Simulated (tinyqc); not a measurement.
Current crowding under a contact, resistor ladder against the transmission-line model: two steps of the calculation.

A metal contact of length d and width W on a thin layer of the same width. The metal has no resistance, the sheet resistance under it equals Rsh, and current enters the layer at the front edge x = 0.

Parameters, values chosen for the exercise: sheet resistance of the semiconductor layer Rsh = 430 ohm/sq; specific contact resistivity rc = 1.2e-7 ohm cm^2; contact length d = 0.067 um; contact width W = 9.4 um; cells n = 10; current I = 0.5 mA.

Task 1. Voltages and the share of the current. Cut the contact into n cells of length hc = d/n. Neighbouring cell centres are joined by a = W/(Rsh hc), each centre joins the metal (0 V) by g = W hc/rc, and I enters cell 1 through half a cell: -a v_(i-1) + b_i v_i - a v_(i+1) = I for i = 1 and 0 otherwise, b_i = g + 2 a (g + a at both ends). Rc = v_1/I + 1/(2 a). Cell i passes g v_i to the metal.

a = 3.2627560 S
g = 0.0052483333 S

| cell | b_i (S) |
|---|---|
| 1 | 3.2680043 |
| 2 | 6.5307603 |
| 3 | 6.5307603 |
| 4 | 6.5307603 |
| 5 | 6.5307603 |
| 6 | 6.5307603 |
| 7 | 6.5307603 |
| 8 | 6.5307603 |
| 9 | 6.5307603 |
| 10 | 3.2680043 |

Give: v_i; share of the current; Rc of the ladder.

Result 1.

| cell | v_i (mV) | share of the current (%) |
|---|---|---|
| 1 | 9.96 | 10.5 |
| 2 | 9.82 | 10.3 |
| 3 | 9.70 | 10.2 |
| 4 | 9.59 | 10.1 |
| 5 | 9.50 | 10.0 |
| 6 | 9.43 | 9.9 |
| 7 | 9.37 | 9.8 |
| 8 | 9.32 | 9.8 |
| 9 | 9.29 | 9.8 |
| 10 | 9.28 | 9.7 |

Rc of the ladder = 20.1 ohm

The first cell passes 10.5 % of the current and the last 9.74 %; an even spread would give 10.0 % each.

Task 2. The transmission-line result. Transfer length Lt = sqrt(rc/Rsh); front resistance Rc = (Rsh Lt/W) coth(d/Lt); end resistance Re = (Rsh Lt/W)/sinh(d/Lt). v(x) = I (Rsh Lt/W) cosh((d - x)/Lt)/sinh(d/Lt) at the cell centres x = (i - 1/2) d/n.

Give: Lt; Rc; Re; v(x).

Result 2.

Lt = 0.1671 um
Rc = 20.06 ohm
Re = 18.55 ohm

| cell | v(x) (mV) |
|---|---|
| 1 | 9.958 |
| 2 | 9.820 |
| 3 | 9.699 |
| 4 | 9.593 |
| 5 | 9.503 |
| 6 | 9.428 |
| 7 | 9.368 |
| 8 | 9.323 |
| 9 | 9.293 |
| 10 | 9.278 |

The ladder's Rc is 0.026 % above this value, with cells 0.040 Lt long.

Program tinyqc, `OMP_NUM_THREADS=1 python tinyqc.py 2760172 2760173 out.jsonl`; Intel Xeon 2.30GHz, shared host, one thread, about 0.01 s.
